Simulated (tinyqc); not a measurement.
What moves the results: three-band (Emery) model of a CuO2 plane downfolded to one band. A value that a table varies takes the place of the one given here.

Electron picture, d at 0 and the oxygen p orbitals at -D; sx = sin(kx a/2), sy = sin(ky a/2). H = [[0, 2 tpd sx, -2 tpd sy], [., -D, -4 tpp sx sy], [., ., -D]], real and symmetric. The top (antibonding) band crosses the Fermi level.

One-band form E = e0 - 2t (cos kx + cos ky) - 4t' cos kx cos ky - 2t'' (cos 2kx + cos 2ky) - 4t''' (cos 2kx cos ky + cos kx cos 2ky), k in 1/a. Each hopping is minus the mean of E cos(m kx) cos(n ky) over a 12 x 12 mesh, k = (j + 1/2) 2 pi/12.

Values chosen for the exercise (out of a larger set: of the size used for cuprate planes; not measured data):

| symbol | value | unit | meaning |
|---|---|---|---|
| D | 3.4 | eV | ed - ep |
| tpd | 1.13 | eV | d-p hopping |
| tpp | 0.47 | eV | p-p hopping |

## Ways to reach one band

e0, t, t', t'', t''' (eV): 1.27043  0.31456  -0.01679  0.01845  -0.00058

k in pi/a. Second order: 4 tpd^2 (sx^2 + sy^2)/D. Downfolded at a fixed energy: h(E0) = V (E0 - H_pp)^-1 V^T at E0 = the exact level at (1/2,1/2), then linearised, E = E0 + Z (h(E0) - E0), Z = 1/(1 + |(E0 - H_pp)^-1 V^T|^2). Fourier: all four hoppings.

Top band (eV):

| k | exact | second order | linearised | Fourier |
|---|---|---|---|---|
| (0,0) | 0.0000 | 0.0000 | 0.0000 | 0.0102 |
| (1/2,0) | 0.6332 | 0.7511 | 0.6205 | 0.6390 |
| (1,0) | 1.1280 | 1.5022 | 1.1261 | 1.1295 |
| (1,1/2) | 1.9050 | 2.2534 | 1.8740 | 1.9019 |
| (1,1) | 2.5252 | 3.0045 | 2.3336 | 2.5174 |
| (3/4,3/4) | 2.1886 | 2.5645 | 2.1043 | 2.1937 |
| (1/2,1/2) | 1.3430 | 1.5022 | 1.3430 | 1.3442 |
| (1/4,1/4) | 0.4218 | 0.4400 | 0.4051 | 0.4143 |

What can be read from the table?

The band is 2.525 eV wide; second order gives 3.004, a factor 1.19, since 2 tpd/D = 0.66 is not small. It also leaves out tpp, which widens the exact band and so lowers this factor. Linearising about the Fermi region is exact at (1/2,1/2), off by 1.9 meV at (1,0) and 192 meV at worst, far from E0. The four Fourier hoppings err by at most 10 meV, at (0,0).

## What sets t'/t

tpp is varied; points are in units of pi/a. E(1,0) is the saddle point; the filling is the share of a 40 x 40 mesh, k = (j + 1/2) 2 pi/40, below the saddle energy, times two.

One-band values:

| tpp (eV) | t (eV) | t' (eV) | t'' (eV) | t'/t | E(1,0) - E(1/2,1/2) (eV) | electrons at the saddle |
|---|---|---|---|---|---|---|
| 0.05 | 0.2406 | 0.0168 | 0.0113 | 0.070 | -0.0202 | 0.950 |
| 0.20 | 0.2643 | 0.0060 | 0.0138 | 0.023 | -0.0845 | 0.935 |
| 0.35 | 0.2910 | -0.0060 | 0.0164 | -0.021 | -0.1545 | 0.885 |
| 0.50 | 0.3208 | -0.0196 | 0.0190 | -0.061 | -0.2308 | 0.845 |
| 0.65 | 0.3540 | -0.0348 | 0.0216 | -0.098 | -0.3140 | 0.825 |
| 0.80 | 0.3908 | -0.0518 | 0.0243 | -0.132 | -0.4046 | 0.780 |

How do the results move?

t'/t goes from 0.070 to -0.132. With tpp = 0 the band depends on sx^2 + sy^2 alone and the line through the saddle is a nested square, whatever t' says: terms in (cos kx + cos ky)^2 bring t' and t'' in the ratio two to one, higher powers alter it (first row: 0.0168 and 0.0113 eV), so t' - 2t'', which goes from -0.0058 to -0.1003 eV, measures the rounding. Oxygen hopping lowers the saddle against (1/2,1/2), by 0.405 eV in the last row, so the van Hove filling moves from 0.95 to 0.78 electrons (mesh values, coarse by a few hundredths; the nested square holds exactly 1) and the half-filled Fermi line closes around (1,1).

## What each parameter does

Top band at (1,1), (1,0) and (1/2,1/2) in pi/a, and its d weight at (1/2,1/2). Each row changes one parameter from the base and keeps the others.

Results:

| case | E(1,1) (eV) | E(1,0) (eV) | E(1/2,1/2) (eV) | d weight |
|---|---|---|---|---|
| base | 2.5252 | 1.1280 | 1.3430 | 0.7390 |
| D = 3.74 eV | 2.3987 | 1.0633 | 1.2585 | 0.7633 |
| tpd = 1.243 eV | 2.8369 | 1.3117 | 1.5436 | 0.7217 |
| tpp = 0.423 eV | 2.4542 | 1.1280 | 1.3188 | 0.7460 |

What does this show?

The largest shifts from the base row, up to three for each result and ties (the steps differ in size, so this ranks the rows, not the parameters). E(1,1) (eV): tpd +0.3117, D -0.1266, tpp -0.0710. E(1,0) (eV): tpd +0.1837, D -0.0647; unchanged at the printed digits by tpp. E(1/2,1/2) (eV): tpd +0.2006, D -0.0845, tpp -0.0242. d weight: D +0.0243, tpd -0.0173, tpp +0.0070. At (1,0) sy = 0, so tpp does not enter.

tinyqc: `OMP_NUM_THREADS=1 python tinyqc.py 1480203 1480204 out.jsonl`; about 0.02 s, one thread, shared Intel(R) Xeon(R) Processor @ 2.30GHz.
